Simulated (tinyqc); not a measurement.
# Gap voltage and exponent from three temperatures

Inverse problem. At constant current VBE(T) = Vg0 - a T - eta (kB T/q) ln T, where a is a constant. Find Vg0, eta and dVBE/dT at the middle temperature.

Constants: q = 1.602176634e-19 C, kB = 1.380649e-23 J/K. Results are converted to the units shown.

T (K): [233, 300, 330]
VBE at a constant current (V): [0.8966088638, 0.7879893138, 0.7376888976]

Answer. The relation is linear in Vg0, a and eta, so three points give a linear system; the slope is (VBE - Vg0 - eta kB T/q)/T. eta rests on the curvature of VBE(T) alone, so real fits need accuracy of some tens of microvolts or better.

Vg0 = 1.188 V
eta = 3.800
dVBE/dT = -1.661 mV/K

Program tinyqc, `OMP_NUM_THREADS=1 python tinyqc.py 2062170 2062171 out.jsonl`; Intel Xeon 2.30GHz, shared host, one thread, about 0.02 s.
